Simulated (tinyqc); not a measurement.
Worked calculation: quasiparticle equation with a plasmon-pole self-energy for two band edges. Values are carried at full precision from step to step, so a last printed digit may differ when a step is redone from the rounded ones.

For each edge E = e + X + Sc(E), with the correlation part Sc(E) = A[0]/(E - a + w) + A[1]/(E - b - w); a and b are the valence and conduction energies that enter the Green function (a = ev, b = ec in the one-shot scheme). Z = 1/(1 - dSc/dE), dSc/dE = -A[0]/(E - a + w)^2 - A[1]/(E - b - w)^2.

Inputs chosen for the exercise (scales of the order of those of Si; the results hold for these values, not for the real material):
```
symbol  value         unit  meaning
ev      0             eV    mean-field valence top
ec      0.59          eV    mean-field conduction edge
w       15.9          eV    pole energy
Av      (34.7, 15.9)  eV^2  weights of the valence state on the hole and electron poles
Ac      (14, 31.8)    eV^2  the same for the conduction state
Xv      -1.59         eV    exchange minus the mean-field potential, valence
Xc      1.53          eV    the same, conduction
```

## Linearised one-shot correction

Evaluate Sc and its slope at the mean-field energy; E = e + Z (X + Sc).

Terms:
```
edge        Sc (eV)   dSc/dE       Z  X + Sc (eV)   E (eV)
valence      1.2182  -0.1957  0.8363      -0.3718  -0.3110
conduction  -1.1510  -0.1773  0.8494       0.3790   0.9119
```

gap = 1.2229 eV
gap with Z = 1 = 1.3408 eV

The gap opens by 0.633 eV, 49 % of it by lowering the valence top. Setting Z = 1 would overshoot by 0.118 eV. X and Sc have opposite signs and are each larger than the sum they leave, so both must be converged well.

## Solving the equation for the conduction edge

Newton steps on f(E) = E - ec - Xc - Sc(E) from E = ec; the first step is the linearised result.

Iterates:
```
step   E (eV)   Sc (eV)     f (eV)
0     0.59000  -1.15100  -0.378999
1     0.91193  -1.20859   0.000519
2     0.91149  -1.20851   0.000000
3     0.91149  -1.20851   0.000000
```

The linearisation errs by +0.4 meV, as the shift is only 0.020 of the pole energy.

## All solutions for the valence state

Multiplying out gives a cubic; give its three roots and their weights Z.

roots (eV): [-18.067, -0.311, 17.377]

weights: [0.1190, 0.8340, 0.0471]

The weights add up to 1. The satellite below lies 17.76 eV from the main peak, 12 % more than w: this scheme places plasmon satellites too far out, and gives one where a cumulant form gives a series.

## Updating the energies in the Green function

Solve both equations exactly, put the results in place of a and b, and repeat five times; w is kept.

Cycles (eV):
```
cycle       Ev      Ec     gap
1      -0.3105  0.9115  1.2220
2      -0.3321  0.9338  1.2659
3      -0.3336  0.9353  1.2689
4      -0.3337  0.9354  1.2691
5      -0.3337  0.9354  1.2691
```

The update moves the gap by +47 meV from the one-shot value; each cycle shrinks the change to about 0.07 of the one before.

## Checks

- Sum of the weights of the three roots: both 1.000000.
- Newton result against the root by bisection (eV): both 0.91149.

Computed by tinyqc, a small Python program: `OMP_NUM_THREADS=1 python tinyqc.py 1850488 1850489 out.jsonl` (the numbers bound the seed that draws the inputs); one thread of a shared host (Intel(R) Xeon(R) Processor @ 2.30GHz), about 0.02 s for the whole set of steps.
